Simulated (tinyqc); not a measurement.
# Cap thickness from the capacitance plateau

Problem. With only the buried channel on, 1/C = 1/Cox + (tc + zc)/(eps0 eps_r), Cox = eps0 eox/tox. Find tc and the oxide-equivalent thickness 3.9 eps0/C.

Inputs (values chosen for the exercise); band and dielectric values close to those of silicon:
```
symbol  value  unit                                                                 meaning
eps_r    11.8                                                         relative permittivity
eox       3.9        relative permittivity of the gate insulator (close to silicon dioxide)
tox         2    nm                                                     insulator thickness
zc        0.8    nm                    depth of the hole centroid below the top of the SiGe
```

Constants: eps0 = 8.8541878128e-14 F/cm where lengths are in cm. Results are converted to the units shown.

plateau of C/Cox with only the buried channel on = 0.69946651

Answer. The cap and the centroid act as a second capacitor in series with the insulator.

tc = 1.80 nm
equivalent thickness = 2.86 nm

Program tinyqc, `OMP_NUM_THREADS=1 python tinyqc.py 2042185 2042186 out.jsonl`; Intel Xeon 2.30GHz, shared host, one thread, about 0.02 s.
